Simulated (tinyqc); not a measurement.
# Permittivity and interface capacitance from two thicknesses

Inverse problem. 1/C = t/(eps0 ek) + 2/ci for planar capacitors that differ only in thickness. Find ek, ci and the EOT of the interfaces, 2 x 3.9 eps0/ci.

Constants: eps0 = 8.8541878128e-14 F/cm where lengths are in cm. Results are converted to the units shown.

C at t = 3.7 and 11 nm (uF/cm^2): 1.6029565  0.54032585

Solution. 1/C is a straight line in t: the slope gives ek and the intercept 2/ci. A single thickness would give only the effective permittivity; when the interfaces are a small part of 1/C, ci needs very accurate data.

ek = 6.72
ci = 1.00e3 uF/cm^2
EOT of the interfaces = 0.00691 nm

Program tinyqc, `OMP_NUM_THREADS=1 python tinyqc.py 2102109 2102110 out.jsonl`; Intel Xeon 2.30GHz, shared host, one thread, about 0.01 s.
